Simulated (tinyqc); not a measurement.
Defect equilibria of an oxide against oxygen pressure (mass action): one step, computed by the program tinyqc.

Defects: oxygen vacancies V (charge +2), electrons n, holes p, the ionic partner X = V_M'' (charge -2). Activities are taken equal to concentrations.

Problem. Conductivities. sigma_n = e n mu_n, sigma_p = e p mu_p, sigma_ion = 2 e [V] mu_V with mu_V = 2 e D/(k_B T) and D = D_0 exp(-E_m/k_B T); only the oxygen vacancies carry ionic current, and the ionic transport number is sigma_ion over the total.

Inputs (values chosen for the exercise, for a model oxide):

| quantity | value | unit |
|---|---|---|
| temperature T | 700 | K |
| electron mobility mu_n | 0.016 | cm^2/(V s) |
| hole mobility mu_p | 0.23 | cm^2/(V s) |
| vacancy diffusion prefactor D_0 | 0.16 | cm^2/s |
| vacancy migration energy E_m | 1.2 | eV |

Ionic disorder: Schottky, oxide MO. Dopant (singly charged, fully ionised): none.

n = 2.141284e+15 cm^-3

[V] = 1.070642e+15 cm^-3

p = 3.108889 cm^-3

Constants: k_B = 8.617333262e-05 eV/K; e = 1.602176634e-19 C.

Give: sigma_n; sigma_p; sigma_ion; total conductivity; ionic transport number.

Solution.

sigma_n = 5.4891e-06 S/cm

sigma_p = 1.1456e-19 S/cm

sigma_ion = 4.1730e-12 S/cm

total conductivity = 5.4891e-06 S/cm

ionic transport number = 7.6022e-07

The conductor is mainly n-type electronic here.
